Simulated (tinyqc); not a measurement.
Surface photovoltage measurement of the minority-carrier diffusion length in a wafer: one step, computed by the program tinyqc. Command: `OMP_NUM_THREADS=1 python tinyqc.py 3130218 3130219 out.jsonl spv walk`. One thread of a shared host (Intel(R) Xeon(R) Processor @ 2.30GHz), about 0.01 s of CPU time with the checks.

Low injection, steady light, a depletion layer much thinner than 1/alpha and L. The excess density dn is taken at the front edge of the neutral region; light that reaches the back is lost.

Problem. The linear plot. alpha = (84.732/lambda - 76.417)^2 per cm with lambda in micrometre (an empirical fit for silicon between 0.7 and 1.05 micrometre). Thick wafer: dn = Phi L/((S_f + D/L)(L + 1/alpha)). Finite wafer, with s = S_b L/D, w = W/L, a = alpha L: dn = [Phi a/(a^2 - 1)] [a - B - exp(-alpha W)(a - s)/(cosh w + s sinh w)]/(S_f + B D/L), B = (sinh w + s cosh w)/(cosh w + s sinh w). Readings y = (Phi/dn) (1 + noise x g) at 780, 830, 880, 920, 950, 975 and 995 nm; a least-squares line y = c (1/alpha + L_app) gives L_app = intercept/slope.

Inputs (values chosen for the exercise, modelled on p-type silicon at room temperature): diffusion length L = 320 micrometre; wafer thickness W = 625 micrometre; diffusivity D = 33 cm^2/s; front recombination velocity S_f = 200 cm/s; back recombination velocity S_b = 610 cm/s; photon flux entering = 1.9e+13 1/(cm^2 s); relative noise of each reading = 0.2 %.

normal deviates g for the noise: [2.51, 0.30, 1.77, -0.31, 0.94, -0.66, -0.03]

Give: the table «Readings» with the columns 1/alpha (micrometre), y (cm/s), line (cm/s), for lambda (nm) = 780, 830, 880, 920, 950, 975, 995; slope; apparent length L_app; error of L_app (rounded to 0.001).

Solution.

Readings:
```
lambda (nm)  1/alpha (micrometre)  y (cm/s)  line (cm/s)
780                           9.6      1263         1261
830                          15.2      1279         1281
880                          25.3      1321         1319
920                          40.7      1373         1376
950                          61.3      1454         1452
975                          90.9      1559         1562
995                         130.9      1711         1710
```

slope = 3.702 cm/(s micrometre)

apparent length L_app = 330.9 micrometre

error of L_app (rounded to 0.001) = 3.417 %

Without noise the error would be +2.0 %, from the finite thickness at W/L = 2.0. S_f scales all readings alike and leaves L_app unchanged.
